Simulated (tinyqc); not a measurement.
Tight-binding t2g bands of a cubic perovskite: sweeps and comparisons. A value that a table varies takes the place of the one given here.

Orbitals yz, zx, xy (X, Y, Z below) times spin. E_xy = Dt + 2t (2 - cos x - cos y) + 2 td (1 - cos z) + 4 t2 (1 - cos x cos y) with x = kx a and so on; yz and zx follow by cyclic change, without Dt. Spin-orbit term -(Dso/3) L.sigma + Dso/3 with (L_k)_ij = -i epsilon_kij in X, Y, Z: for Dt = 0 the quartet lies at 0 and the doublet at Dso.

Constants: hbar^2/2m0 = 3.80998211 eV angstrom^2.

Parameters, chosen for this exercise (of the size met in SrTiO3 and KTaO3; not measured data):

| symbol | value | unit | meaning |
|---|---|---|---|
| t | 0.315 | eV | strong hopping |
| td | 0.041 | eV | weak hopping |
| t2 | 0 | eV | diagonal hopping in the plane of the orbital |
| Dso | 0.435 | eV | spin-orbit splitting at Gamma |
| Dt | 0 | eV | shift of xy (tetragonal field or confinement) |
| a | 3.856 | angstrom | lattice constant |
| k | (0.07, 0.11, 0.16) | 2 pi/a | wave vector |

## Bands along [100] with and without spin-orbit coupling

k = (x,0,0). The plain columns hold the three orbital energies without spin-orbit coupling, sorted.

Levels (eV):

| x (2 pi/a) | plain 1 | plain 2 | plain 3 | pair 1 | pair 2 | pair 3 |
|---|---|---|---|---|---|---|
| 0.00 | 0.0000 | 0.0000 | 0.0000 | 0.0000 | 0.0000 | 0.4350 |
| 0.02 | 0.0006 | 0.0050 | 0.0050 | 0.0021 | 0.0050 | 0.4385 |
| 0.04 | 0.0026 | 0.0198 | 0.0198 | 0.0082 | 0.0198 | 0.4492 |
| 0.06 | 0.0058 | 0.0442 | 0.0442 | 0.0179 | 0.0442 | 0.4671 |
| 0.10 | 0.0157 | 0.1203 | 0.1203 | 0.0454 | 0.1203 | 0.5256 |
| 0.15 | 0.0338 | 0.2597 | 0.2597 | 0.0878 | 0.2597 | 0.6407 |
| 0.20 | 0.0567 | 0.4353 | 0.4353 | 0.1309 | 0.4353 | 0.7961 |
| 0.30 | 0.1073 | 0.8247 | 0.8247 | 0.2061 | 0.8247 | 1.1610 |
| 0.50 | 0.1640 | 1.2600 | 1.2600 | 0.2760 | 1.2600 | 1.5830 |

How do the results move?

At the zone edge the heavy yz band has risen by 0.164 eV (4 td) and the light ones by 1.260 eV (4t + 8 t2). Spin-orbit coupling mixes the orbitals while their spacing is below Dso = 0.435 eV: the lowest pair lies +1.4 meV from the plain band at x = 0.02 and +112.0 meV at the edge, where yz has parted from the other two and its offset tends to Dso/3 = 145.0 meV; zx and xy, 0 meV apart without the coupling, still mix there.

## Order of the levels against the shift of xy

Levels at Gamma, the xy weight of the lowest pair and its mass along [100] from m/m0 = c q^2/(E(q) - E(0)), q = 0.001 (2 pi/a).

At Gamma:

| Dt (eV) | pair 1 (eV) | pair 2 (eV) | pair 3 (eV) | xy weight of pair 1 | mass (m0) |
|---|---|---|---|---|---|
| -0.30 | -0.2351 | 0.0000 | 0.3701 | 0.868 | 0.863 |
| -0.15 | -0.1101 | 0.0000 | 0.3951 | 0.792 | 0.894 |
| -0.08 | -0.0564 | 0.0000 | 0.4114 | 0.740 | 0.917 |
| -0.03 | -0.0204 | 0.0000 | 0.4254 | 0.696 | 0.937 |
| -0.01 | -0.0067 | 0.0000 | 0.4317 | 0.677 | 0.947 |
| 0.01 | 0.0000 | 0.0066 | 0.4384 | 0.000 | 1.440 |
| 0.03 | 0.0000 | 0.0195 | 0.4455 | 0.000 | 1.440 |
| 0.08 | 0.0000 | 0.0499 | 0.4651 | 0.000 | 1.440 |
| 0.15 | 0.0000 | 0.0874 | 0.4976 | 0.000 | 1.440 |

How do the results move?

For Dt > 0 the lowest pair is the pure yz, zx combination at 0, with mass 1.440 at Dt = 0.15 eV. For Dt < 0 it gains xy weight, 0.68 at -0.01 and 0.87 at -0.3 eV, and its mass tends to the light value 0.813; the scale of the change is Dso = 0.435 eV.

## What each parameter does

The three pairs at k. Each row changes one parameter from the base and keeps the others.

Results:

| case | pair 1 (eV) | pair 2 (eV) | pair 3 (eV) |
|---|---|---|---|
| base | 0.2834 | 0.4074 | 0.8027 |
| t = 0.3465 eV | 0.3075 | 0.4463 | 0.8393 |
| td = 0.0615 eV | 0.3000 | 0.4145 | 0.8115 |
| t2 = 0.02 eV | 0.3115 | 0.4509 | 0.8435 |
| Dso = 0.5655 eV | 0.2856 | 0.4085 | 0.9300 |
| Dt = -0.03 eV | 0.2596 | 0.4068 | 0.7972 |

How do the results move?

The largest shifts from the base row, up to three for each result and ties (the steps differ in size, so this ranks the rows, not the parameters). pair 1 (eV): t2 +0.0281, t +0.0240, Dt -0.0238. pair 2 (eV): t2 +0.0435, t +0.0388, td +0.0070. pair 3 (eV): Dso +0.1273, t2 +0.0408, t +0.0366.

Computed by tinyqc, a small Python program: `OMP_NUM_THREADS=1 python tinyqc.py 1482125 1482126 out.jsonl` (the numbers bound the seed that draws the inputs); one thread of a shared host (Intel(R) Xeon(R) Processor @ 2.30GHz), about 0.01 s for the whole set of steps.
